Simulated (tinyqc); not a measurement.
## MOS structure on a p-type body with a doping step (retrograde), non-linear Poisson equation by Newton steps: effect of the depth of the doping step on threshold, swing and body effect

One dimension, insulator interface at x = 0, acceptor density N1 for x < x1 and Na beyond, net doping C = -(acceptor density). psi is counted from the intrinsic level: n = ni exp((psi - Vb)/Vt), p = ni exp(-psi/Vt); deep in the body psi_b = -Vt ln(Na/ni). The gate acts through Cox = eps0 eox/tox and has the potential psi_G = Vg - (phiM - chi - Vt ln(Nc/ni)). Boltzmann statistics, full ionisation, classical densities, no oxide or interface charge.

ni = sqrt(Nc Nv) exp(-Eg/(2 Vt)), Eg in volts. The Poisson equation d/dx(eps0 eps_r dpsi/dx) = -q (p - n + C), with eps0 eps_r dpsi/dx = -Cox (psi_G - psi_0) at x = 0, is solved on a mesh of about 600 nodes or more. N_inv is the integral of n less its value deep in the body. VT is the Vg at which N_inv = 2e11 cm^-2. m = 1/(dpsi_0/dVg) at N_inv = 1e8 cm^-2; the swing is the Vg between N_inv = 1e8 and 1e9 cm^-2; body coefficient [VT(Vb + 0.05 V) - VT(Vb)]/0.05 V - 1.

Inputs (values chosen for the exercise); band and dielectric values close to those of silicon:

| symbol | value | unit | meaning |
|---|---|---|---|
| T | 400 | K | temperature |
| Eg | 1.1 | eV | band gap |
| eps_r | 11.6 |  | relative permittivity |
| Nc | 4.33e19 | cm^-3 | conduction-band density of states at T |
| Nv | 4.1e19 | cm^-3 | valence-band density of states at T |
| chi | 4.07 | eV | electron affinity |
| Na | 7.5e16 | cm^-3 | acceptor density deep in the body |
| eox | 7.34 |  | relative permittivity of the gate insulator (close to silicon nitride) |
| tox | 3.6 | nm | insulator thickness |
| phiM | 4.42 | eV | gate work function |
| Vb | 0 | V | electron quasi-Fermi potential against the body |
| N1 | 2.2e16 | cm^-3 | acceptor density above the step |

Constants: q = 1.602176634e-19 C, kB = 1.380649e-23 J/K, Vt = kB T/q, eps0 = 8.8541878128e-14 F/cm where lengths are in cm. Results are converted to the units shown.

Result of one run:
```
x1 (nm)  VT (V)  psi_0 - psi_b at VT (V)   m - 1  swing (mV/decade)  body coefficient
49        0.277                    0.737  0.0604               88.4            0.0771
```

What becomes of these results when the depth of the doping step x1 is changed from 49 to 15 nm, all else the same?

Result of the changed run:
```
x1 (nm)  VT (V)  psi_0 - psi_b at VT (V)   m - 1  swing (mV/decade)  body coefficient
15        0.295                    0.743  0.0657               88.1            0.0763
```

The whole series:
```
x1 (nm)  VT (V)  psi_0 - psi_b at VT (V)   m - 1  swing (mV/decade)  body coefficient
10        0.298                    0.744  0.0659               88.0            0.0758
15        0.295                    0.743  0.0657               88.1            0.0763
23        0.290                    0.742  0.0649               88.3            0.0769
33        0.284                    0.740  0.0635               88.4            0.0773
49        0.277                    0.737  0.0604               88.4            0.0771
72        0.268                    0.734  0.0551               88.3            0.0752
100       0.260                    0.731  0.0492               87.8            0.0710
```

As x1 goes from 10 to 100, VT falls from 0.298 to 0.260 V, the swing goes from 88.0 through a maximum of 88.4 (at x1 = 49 among the rows listed) to 87.8 mV/decade and the body coefficient goes from 0.0758 through a maximum of 0.0773 (at x1 = 33 among the rows listed) to 0.0710. The swing stays within 5.4 % of m Vt ln 10, and the body coefficient within 0.022 of m - 1.

Program tinyqc, `OMP_NUM_THREADS=1 python tinyqc.py 2080007 2080008 out.jsonl`; Intel Xeon 2.30GHz, shared host, one thread, about 0.4 s.
